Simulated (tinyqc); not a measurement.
bcc against fcc: Finnis-Sinclair potential for a bcc metal: fit to cohesion and elasticity, then vacancy, surfaces and structure. Computed by tinyqc, a small Python program. Command: `OMP_NUM_THREADS=1 python tinyqc.py 3113584 3113585 out.jsonl fsfit walk`. One thread of a shared host (Intel(R) Xeon(R) Processor @ 2.30GHz), about 0.01 s of CPU time with the checks.

E = (1/2) sum V(r) - A sqrt(rho), rho = sum phi(r), phi = (r - d)^2 for r < d, V = (r - c)^2 (c0 + c1 r + c2 r^2) for r < c. In bcc the 8 first neighbours lie at sqrt(3) a/2 and the 6 second at a; both cut-offs lie below the third shell; Omega = a^3/2; E is per atom and z the number of atoms in a shell. The four constants A, c0, c1, c2 are fitted to E_c, zero pressure, B and C12 - C44 alone, so C44 and C11 - C12 are not matched singly; defects are unrelaxed.

Inputs (values chosen for the exercise, modelled on molybdenum): lattice constant a = 3.147 angstrom; cohesive energy E_c = 6.88 eV; target C11 = 457 GPa; target C12 = 162 GPa; target C44 = 106 GPa; density cut-off d/a = 1.334; pair cut-off c/a = 1.05.

Constants: 1 eV/angstrom^3 = 160.2176634 GPa.

Method:
- rho = sum z phi, rho1 = sum z r phi', rho2 = sum z r^2 phi''. At zero pressure the effective pair part V + 2 F' phi obeys C12 = C44, so C12 - C44 = F'' (rho1/3)^2/Omega with F'' = A/(4 rho^(3/2)); this gives A.
- With v_k = (r - c)^2 r^k the rows are (1/2) sum z v_k, (1/2) sum z r v_k' and (1/2) sum z r^2 v_k''. With rho1 = sum z r phi' and rho2 = sum z r^2 phi'' the right-hand sides are: -E_c + A sqrt(rho) (cohesion); A rho1/(2 sqrt(rho)) (zero pressure); 9 B Omega + A [rho2/(2 sqrt(rho)) - rho1^2/(4 rho^(3/2))] with B = (C11 + 2 C12)/3.
- Solve the three equations.
- E of each lattice against the volume per atom, as a multiple of Omega; all neighbours inside the cut-offs are summed.

c0, c1, c2 (eV/angstrom^2, eV/angstrom^3, eV/angstrom^4): [180.889, -138.442, 26.728]

A = 2.13242 eV/angstrom

Energies (eV/atom):
```
V/Omega      bcc      fcc  fcc less bcc (meV)
0.80     -5.9692  -7.3020             -1332.8
0.84     -6.3906  -7.2884              -897.8
0.88     -6.6455  -7.0825              -436.9
0.92     -6.7882  -6.7750                13.1
0.96     -6.8589  -6.4327               426.2
1.00     -6.8800  -6.1028               777.2
1.05     -6.8480  -5.7563              1091.8
1.10     -6.7438  -5.5170              1226.8
1.20     -6.2821  -5.4085               873.6
```

What does the comparison show, and why?

The lowest fcc row, at V/Omega = 0.8, lies -422 meV from the bcc minimum; it is the edge of the table, so fcc may go lower still.

Extremes, crossings and ranges named in words are read from the listed rows.
